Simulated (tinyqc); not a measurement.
Comparisons within one model: Gamma, L and X subbands of a thin body with non-parabolic valleys. A value that a table varies takes the place of the one given here.

Hard walls, flat band, c = hbar^2/2m0, energies from the bulk Gamma edge. For a valley at angle theta to the normal 1/m_z = cos^2/ml + sin^2/mt and m_d = sqrt(ml mt^2/m_z). Subband n starts at E_v + e with e (1 + a e) = c (n pi/t)^2/m_z, and its density-of-states mass is taken as m_d (1 + 2 a e), without further growth at higher in-plane energy. Groups are named by valley and degeneracy.

n_i = g m/(2 pi c) kB T ln(1 + exp((EF - E_i)/kB T)), sum n_i = Ns (1e12/cm^2 = 1e-4/angstrom^2), c = hbar^2/2m0. Quantum capacitance Cq = 1602.176634 sum g m/(2 pi c) f_i in microfarad/cm^2 with f_i = 1/(1 + exp((E_i - EF)/kB T)); Cox = 34.5313/eot (one gate); C/Cox = Cq/(Cq + Cox), the centroid term left out.

Constants: hbar^2/2m0 = 3.80998211 eV angstrom^2; kB = 8.617333262e-05 eV/K.

Values chosen for the exercise (near those of a thin InAs channel; not measured data):
```
symbol  value                          unit         meaning
face    110                                         surface
mG      0.0261                         m0           Gamma mass
aG      2.27                           1/eV         Gamma non-parabolicity
EL      0.728                          eV           L edge above Gamma
mL      (0.637, 0.052)                 m0           L valleys (four, along <111>): ml, mt
EX      0.989                          eV           X edge above Gamma
mX      (1.09, 0.162)                  m0           X valleys (three, along <100>): ml, mt
aS      0.58                           1/eV         non-parabolicity of L and X
Ns      2                              x 1e12/cm^2  sheet density
T       300                            K            temperature
eot     13                             angstrom     equivalent oxide thickness
ts      (20, 26, 34, 45, 60, 85, 130)  angstrom     thicknesses
t       26                             angstrom     body thickness
Nl      (0.5, 1, 2, 4, 7, 11, 16)      x 1e12/cm^2  sheet densities
```

## Thinning the body

Lowest edge of each valley type, the lowest group, the Gamma share and C/Cox, with n = 1 to 8 of all groups.

Results:
```
t (angstrom)  Gamma (eV)  L (eV)  X (eV)  lowest  Gamma share (%)  C/Cox
20                 1.058   1.263   1.275      G1             99.6  0.730
26                 0.773   1.074   1.168      G1            100.0  0.702
34                 0.553   0.944   1.097      G1            100.0  0.667
45                 0.381   0.857   1.052      G1            100.0  0.624
60                 0.254   0.803   1.025      G1            100.0  0.577
85                 0.149   0.766   1.007      G1            100.0  0.522
130                0.073   0.744   0.997      G1            100.0  0.549
```

From 130 down to 20 angstrom Gamma rises by 0.99 eV, L by 0.52 and X by 0.28 eV, the light Gamma mass moving most. G1 stays lowest throughout. The Gamma share stays near 100 %. C/Cox is 0.55 and 0.73 at the ends and lies between 0.52 and 0.73. Hard walls overstate the rise in the thinnest rows.

## Raising the sheet density

Fixed thickness, n = 1 to 8 of all groups; the gate overdrive above the lowest edge is (EF - E_lowest)/e + 0.1602177 Ns/Cox in volts.

Results:
```
Ns (1e12/cm^2)  EF - lowest (eV)  Gamma share (%)     Cq  C/Cox  overdrive (V)
0.5                       -0.019            100.0   2.56  0.491          0.011
1.0                        0.005            100.0   4.29  0.618          0.065
2.0                        0.035            100.0   6.25  0.702          0.155
4.0                        0.080            100.0   7.55  0.740          0.321
7.0                        0.142             99.9   7.90  0.748          0.564
11.0                       0.220             98.5   8.87  0.770          0.884
16.0                       0.288             88.6  16.97  0.865          1.253
```

The lowest subband is G1 n=1. At the highest density band filling takes 0.288 V of the 1.253 V overdrive. Cq grows from 2.6 to 17.0 microfarad/cm^2 while EF moves from -0.019 to +0.288 eV against the lowest edge; the Gamma share stays within 89 to 100 %.

## What each parameter does

n = 1 to 8 of all groups. Each row changes one parameter from the base and keeps the others.

Results:
```
case                lowest edge (eV)  EF (eV)  Gamma share (%)  C/Cox
base                           0.773    0.808            100.0  0.702
t = 20 angstrom                1.058    1.081             99.6  0.730
mG = 0.03 m0                   0.710    0.741            100.0  0.710
aG = 1.59 1/eV                 0.885    0.929             99.3  0.682
EL = 0.778 eV                  0.773    0.808            100.0  0.702
Ns = 3 x 1e12/cm^2             0.773    0.832            100.0  0.729
eot = 11 angstrom              0.773    0.808            100.0  0.666
T = 250 K                      0.773    0.811            100.0  0.716
```

The largest shifts from the base row, up to three for each result and ties (the steps differ in size, so this ranks the rows, not the parameters). lowest edge (eV): t +0.285, aG +0.112, mG -0.063; unchanged at the printed digits by EL, Ns, eot and T. EF (eV): t +0.273, aG +0.121, mG -0.067; unchanged at the printed digits by EL and eot. Gamma share (%): aG -0.7, t -0.4; unchanged at the printed digits by mG, EL, Ns, eot and T. C/Cox: eot -0.036, t +0.029, Ns +0.027; unchanged at the printed digits by EL.

Computed by tinyqc, a small Python program: `OMP_NUM_THREADS=1 python tinyqc.py 1250231 1250232 out.jsonl` (the numbers bound the seed that draws the inputs); one thread of a shared host (Intel(R) Xeon(R) Processor @ 2.30GHz), about 0.02 s for the whole set of steps.
